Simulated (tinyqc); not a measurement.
From results back to parameters: effective work function and flat-band voltage of a metal/high-k/SiO2/Si stack with a dipole layer. Four cases, with inputs chosen for the exercise.

Problem. Three stacks with (t1, t2) = (8, 20), (30, 20) and (8, 60) angstrom have the flat-band voltages below. VFB = W0 - (chi + dEF) - 4 pi e2 [Q1 EOT + Q2 x2]/3.9 with x2 = t2 3.9/eps2, EOT = t1 + x2, e2 = e^2/4 pi eps0, 1 cm^-2 = 1e-16 angstrom^-2; W0 is the work function with the dipole step.

Constants: e^2/(4 pi eps0) = 14.39964547 eV angstrom.

Find: Q1; Q2; W0.

Method. The first two stacks differ in t1 alone and give Q1; the first and third give Q1 + Q2; W0 follows from any of them.

Case 1.

Values chosen (out of a larger set: a stack on Si capped with a titanium-like oxide; not measured data): chi = 4.041 eV (electron affinity of the channel); dEF = 0.317 eV (Ec - EF in the channel); eps = (3.9, 26.7) (their dielectric constants).

VFB (V): 0.0241777  -0.0697313  -0.0441365

Solution.

Q1 = 9.2e+11 e/cm^2
Q2 = 1.6e+12 e/cm^2
W0 = 4.450 eV

Case 2.

Values chosen (out of a larger set: a stack on Si capped with a magnesium-like oxide; not measured data): chi = 4.056 eV (electron affinity of the channel); dEF = 0.612 eV (Ec - EF in the channel); eps = (3.9, 26.1) (their dielectric constants).

VFB (V): -0.7706553  -0.7257422  -0.7612264

Solution.

Q1 = -4.4e+11 e/cm^2
Q2 = 1.0e+11 e/cm^2
W0 = 3.876 eV

Case 3.

Values chosen (out of a larger set: a stack on Si capped with an aluminium-like oxide; not measured data): chi = 4.047 eV (electron affinity of the channel); dEF = 0.395 eV (Ec - EF in the channel); eps = (3.9, 21.3) (their dielectric constants).

VFB (V): 0.1562652  0.1508552  0.1595614

Solution.

Q1 = 5.3e+10 e/cm^2
Q2 = -1.5e+11 e/cm^2
W0 = 4.599 eV

Case 4.

Values chosen (out of a larger set: a stack on Si capped with a titanium-like oxide; not measured data): chi = 4.041 eV (electron affinity of the channel); dEF = 0.257 eV (Ec - EF in the channel); eps = (3.9, 20.9) (their dielectric constants).

VFB (V): 0.4796507  0.5408958  0.5277890

Solution.

Q1 = -6.0e+11 e/cm^2
Q2 = -7.9e+11 e/cm^2
W0 = 4.731 eV

Computed by tinyqc, one run a case: `OMP_NUM_THREADS=1 python tinyqc.py N N+1 out.jsonl` with N = 1880303, 1880304, 1880320, 1880325; one thread of a shared Intel(R) Xeon(R) Processor @ 2.30GHz, about 0.01 s a run at most.
